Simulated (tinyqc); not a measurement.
Inside a calculation. Model: MOS capacitor on a p-type substrate, surface potential from the exact charge relation.

Program tinyqc, `OMP_NUM_THREADS=1 python tinyqc.py 2060107 2060108 out.jsonl`; Intel Xeon 2.30GHz, shared host, one thread, about 0.01 s. Printed values are rounded.

Uniform p-type substrate, Boltzmann statistics, full ionisation, classical densities. psi is the surface potential against the body (positive when the bands bend down) and u = psi/Vt. Traps are spread evenly over the gap and neutral at flat band, so their charge is -q Dit psi; the minority quasi-Fermi level is shifted by Vb.

Parameters, values chosen for the exercise; band and dielectric values close to those of 4H silicon carbide:
- T = 293 K (temperature)
- Eg = 3.25 eV (band gap)
- eps_r = 9.57 (relative permittivity)
- Nc = 1.64e19 cm^-3 (conduction-band density of states at T)
- Nv = 2.44e19 cm^-3 (valence-band density of states at T)
- chi = 3.6 eV (electron affinity)
- N = 2.7e17 cm^-3 (acceptor density of the substrate)
- eox = 21.9 (relative permittivity of the gate insulator (close to hafnium oxide))
- tox = 15 nm (insulator thickness)
- phiM = 4.84 eV (gate work function)
- Nf = 0 cm^-2 (fixed charge at the interface, in units of q)
- Dit = 2.9e11 cm^-2 eV^-1 (density of interface traps)
- Vb = 0 V (reverse bias of the inversion layer against the body)
- Vg = 0.06 V (gate voltage against the body)

Constants: q = 1.602176634e-19 C, kB = 1.380649e-23 J/K, Vt = kB T/q, eps0 = 8.8541878128e-14 F/cm where lengths are in cm. Results are converted to the units shown.

## Flat band, threshold and scales

ni = sqrt(Nc Nv) exp(-Eg/(2 Vt)), Eg in volts; phiF = Vt ln(N/ni); Cox = eps0 eox/tox; Vfb = phiM - chi - (Eg - Vt ln(Nv/N)) - q Nf/Cox; Q0 = sqrt(2 eps0 eps_r q N Vt); r = (ni/N)^2 exp(-Vb/Vt); VT = Vfb + [(2 phiF + Vb)(1 + q Dit/Cox) + sqrt(2 eps0 eps_r q N (2 phiF + Vb))/Cox].

ni = 2.239384e-9 cm^-3
phiF = 1.516297 V
Cox = 1.292711 uF/cm^2
Vfb = -1.896282 V
Q0 = 43.02320 nC/cm^2
r = 6.879069e-53
VT = 1.610055 V

## Starting value

psi = Vg - Vfb, limited to the range from -4 Vt to +(2 phiF + Vb + 4 Vt).

psi at the start = 1.956282 V

## Iteration 1: Newton step for the surface potential

u = psi/Vt; F^2 = exp(-u) + u - 1 + r (exp(u) - u - 1); Qs = -sign(u) Q0 F; Cs = -dQs/dpsi = (Q0/Vt) |1 - exp(-u) + r (exp(u) - 1)|/(2 F). f = Vfb + psi + (q Dit psi - Qs)/Cox - Vg, f' = 1 + (Cs + q Dit)/Cox, psi(new) = psi - f/f'.

u = 77.48022
F = 8.745297
Qs = -376.2506 nC/cm^2
Cs = 0.09742212 uF/cm^2
f = 0.3613688 V
f' = 1.111305
psi after iteration 1 = 1.631106 V

## Iteration 2: Newton step for the surface potential

As before.

u = 64.60138
F = 7.975047
Qs = -343.1120 nC/cm^2
Cs = 0.1068314 uF/cm^2
f = -0.001128911 V
f' = 1.118584
psi after iteration 2 = 1.632116 V

## Course of the Newton iteration

Stop when the step is below 1e-10 V, or after 60 iterations.

Course of the iteration:
```
iteration  psi before the step (V)     f (V)  step (V)
1                         1.956282     0.361    -0.325
2                         1.631106  -1.13e-3   1.01e-3
3                         1.632116  -1.31e-8   1.17e-8
4                         1.632116   < 1e-13         0
```

Converged in 4 iterations.

## Charges, field and capacitances at the solution

converged psi = 1.632116 V

u = psi/Vt; F^2 = exp(-u) + u - 1 + r (exp(u) - u - 1); Qs = -sign(u) Q0 F; Cs = -dQs/dpsi = (Q0/Vt) |1 - exp(-u) + r (exp(u) - 1)|/(2 F). Low frequency: 1/C_LF = 1/Cox + 1/(Cs + q Dit). High frequency, in the simple estimate in which traps and minority carriers do not follow: 1/C_HF = 1/Cox + 1/Cd, Cd being Cs with r = 0 at the same psi. Minority sheet density N_inv = (Q0/(2 q)) int_0^u r (exp(t) - 1)/F(t) dt for u > 0. Oxide field |Qs - q Dit psi + q Nf|/(eps0 eox).

Qs = -343.2198 nC/cm^2
N_inv = 1.381929e-14 cm^-2
oxide field = 0.2161106 MV/cm
Cs = 0.1067978 uF/cm^2
C_LF/Cox = 0.1059916
C_HF/Cox = 0.07631092

The surface is in weak inversion (borders at |psi| = 0, phiF + Vb and 2 phiF + Vb = 3.03 V).
